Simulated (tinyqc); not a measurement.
Overlap of hydrogenic dopants: pairs, impurity band and the Mott density: one step. The pair with two electrons (two-site Hubbard model). Three cases, with inputs chosen for the exercise.

Question. t is the hopping between the two dopants. Singlet at (u - sqrt(u^2 + 16 t^2))/2 below the triplet at 0; estimate 4 t^2/u; weight of double occupancy (1 - u/sqrt(u^2 + 16 t^2))/2; swap time pi hbar/Jx with Jx the splitting in eV. t and u are in units of Ry*.

Constants: hbar = 6.58211957e-16 eV s.

Case 1.

Values chosen (out of a larger set: an isotropic mass and dielectric constant of the size used for donors in Si; not measured data): u = 0.945 Ry* (cost of a second electron on one dopant).

t = 0.0919790 Ry*
Ry* = 30.11560 meV

Case 2.

Values chosen (out of a larger set: an isotropic mass and dielectric constant of the size used for donors in GaN; not measured data): u = 0.945 Ry* (cost of a second electron on one dopant).

t = 0.0363888 Ry*
Ry* = 26.20838 meV

Case 3.

Values chosen (out of a larger set: an isotropic mass and dielectric constant of the size used for acceptors in Si; not measured data): u = 0.945 Ry* (cost of a second electron on one dopant).

t = 0.0498733 Ry*
Ry* = 37.13131 meV

Give: singlet-triplet splitting; double occupancy; swap time.

Answer.

Case 1.

singlet-triplet splitting (meV): exact 1.040, 4 t^2/u 1.078

double occupancy = 0.0341
swap time = 1.99 ps

The estimate is 3.7 % too high at 4t/u = 0.39.

Case 2.

singlet-triplet splitting (meV): exact 0.1460, 4 t^2/u 0.1469

double occupancy = 0.0058
swap time = 14.2 ps

The estimate is 0.6 % too high at 4t/u = 0.15.

Case 3.

singlet-triplet splitting (meV): exact 0.3867, 4 t^2/u 0.3909

double occupancy = 0.0108
swap time = 5.35 ps

The estimate is 1.1 % too high at 4t/u = 0.21.

Computed by tinyqc, one run a case: `OMP_NUM_THREADS=1 python tinyqc.py N N+1 out.jsonl` with N = 1452702, 1452706, 1452737; one thread of a shared Intel(R) Xeon(R) Processor @ 2.30GHz, about 0.01 s a run at most.
